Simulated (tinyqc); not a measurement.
Coherent transport through a tight-binding region between two chains, step by step. Computed by tinyqc, a small Python program that keeps every step. Settings: temperature = 300, mu = 0.33. Command: `OMP_NUM_THREADS=1 python tinyqc.py 25360 25361 out.jsonl` (the two numbers bound the seeds that draw the settings). One thread of a shared host (Intel(R) Xeon(R) Processor @ 2.60GHz), about 0.08 s of CPU time with the checks.

## Transmission at E = 0.56 eV

H of the central region (eV):
```
           1          2
1   0.590000  -1.440000
2  -1.440000  -0.450000
```

Leads: semi-infinite chains with site energy 0:
```
parameter                           value
lead hopping t (eV)              1.880000
coupling to the left lead (eV)   1.010000
coupling to the right lead (eV)  0.340000
left contact site                       1
right contact site                      2
```

E = 0.560000 eV

Surface Green function g = (E - i sqrt(4 t^2 - E^2)) / (2 t^2); self-energy tc^2 g on each contact site; G = (E - H - Sigma)^(-1); Gamma = -2 Im Sigma; T = Gamma_L Gamma_R |G_LR|^2; local density of states -Im G_ii / pi.

g = 0.079221-0.525982i 1/eV

G (1/eV):
```
                     1                   2
1  -0.420784-0.128063i  0.614346+0.146932i
2   0.614346+0.146932i  0.102024-0.217603i
```

local density of states (1/eV): 0.040764  0.069265

transmission = 0.052070

## Transmission across the band

The same steps on a grid of energies.

T(E):
```
E (eV)              T
-3.57200000  0.000325
-3.21480000  0.001505
-2.85760000  0.004379
-2.50040000  0.012454
-2.14320000  0.042070
-1.78600000  0.215882
-1.42880000  0.496812
-1.07160000  0.160124
-0.71440000  0.081061
-0.35720000  0.056919
0.00000000   0.048792
0.35720000   0.048775
0.71440000   0.056634
1.07160000   0.078413
1.42880000   0.131732
1.78600000   0.175553
2.14320000   0.071106
2.50040000   0.020855
2.85760000   0.006798
3.21480000   0.002194
3.57200000   0.000451
```

levels of the isolated region (eV): -1.461013  1.601013

## Current

I = (2e/h) int T(E) [f(E - mu - V/2) - f(E - mu + V/2)] dE at 300 K with mu = 0.33 eV, the bias not changing H; 2e^2/h = 77.48092 microsiemens; the integral runs over the band on 4001 points.

Current:
```
V (volt)  I (microampere)
0.010000         0.037648
0.050000         0.188263
0.100000         0.376665
0.200000         0.754445
0.400000         1.517907
0.800000         3.110916
```
